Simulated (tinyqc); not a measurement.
Leakage currents through a thin dielectric: one step, computed by the program tinyqc. Command: `OMP_NUM_THREADS=1 python tinyqc.py 3002498 3002499 out.jsonl leak walk`. One thread of a shared host (Intel(R) Xeon(R) Processor @ 2.30GHz), about 0.01 s of CPU time with the checks.

Electrons leave an electrode with Fermi energy E_F above its band bottom; barriers are counted from the Fermi level, and both electrodes are alike.

Question. Transmission at the Fermi level. Field F = V/t; equivalent oxide thickness 3.9 t/k. WKB: a layer of mass m, field F and barrier b(x) = b_0 - e F x gives the exponent (4 sqrt(2 m)/(3 hbar e F)) [b_0^(3/2) - max(b_0 - e F t, 0)^(3/2)] for b_0 > 0; b_0 = barrier - (E - E_F); the transmission is D(E) = exp(-sum of exponents), without image force.

Inputs (values chosen for the exercise, modelled on SiO2):

| quantity | value | unit |
|---|---|---|
| barrier height phi_B | 2.98 | eV |
| tunnelling mass m | 0.41 | m_0 |
| thickness t | 1.4 | nm |
| voltage V | 0.23 | V |

Stack: single layer.

Constants: m_0 = 9.1093837015e-31 kg; e = 1.602176634e-19 C; hbar = 1.054571817e-34 J s.

Give: exponent of the dielectric; transmission D(E_F).

Answer.

exponent of the dielectric = 15.546

transmission D(E_F) = 1.7718e-07
